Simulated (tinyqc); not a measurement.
Specific resistance of a metal-semiconductor contact and its transmission-line measurement: one step, computed by the program tinyqc. Command: `OMP_NUM_THREADS=1 python tinyqc.py 3007349 3007350 out.jsonl contact walk`. One thread of a shared host (Intel(R) Xeon(R) Processor @ 2.30GHz), about 0.01 s of CPU time with the checks.

The barrier is parabolic (depletion approximation), energies E are normal energies counted from the band edge in the neutral semiconductor (downwards for holes), and the bias is zero. xi is an input, held fixed when other inputs move.

Problem. Tunnelling energy and barrier. E_00 = (e hbar/2) sqrt(N/(eps eps_0 m)); band bending E_b = phi_B + xi; depletion width w = sqrt(2 eps eps_0 E_b/(e^2 N)).

Inputs (values chosen for the exercise, modelled on n-type silicon):
```
quantity                                           value    unit
tunnelling mass m                                   0.31     m_0
permittivity eps                                    11.7       -
barrier height phi_B                                0.48      eV
doping N                                         1.3e+20  1/cm^3
Fermi level above the band edge in the bulk, xi    0.065      eV
temperature T                                        500       K
```

Image-force lowering: left out.

Constants: hbar = 1.054571817e-34 J s; eps_0 = 8.8541878128e-12 F/m; m_0 = 9.1093837015e-31 kg; k_B = 8.617333262e-05 eV/K; e = 1.602176634e-19 C.

Give: E_00; E_00/k_B T; depletion width; barrier used, above the bulk band edge.

Solution.

E_00 = 111.15 meV

E_00/k_B T = 2.5798

depletion width = 2.3284 nm

barrier used, above the bulk band edge = 0.545 eV

By the usual rule this is thermionic-field emission (0.5 to 5 k_B T).
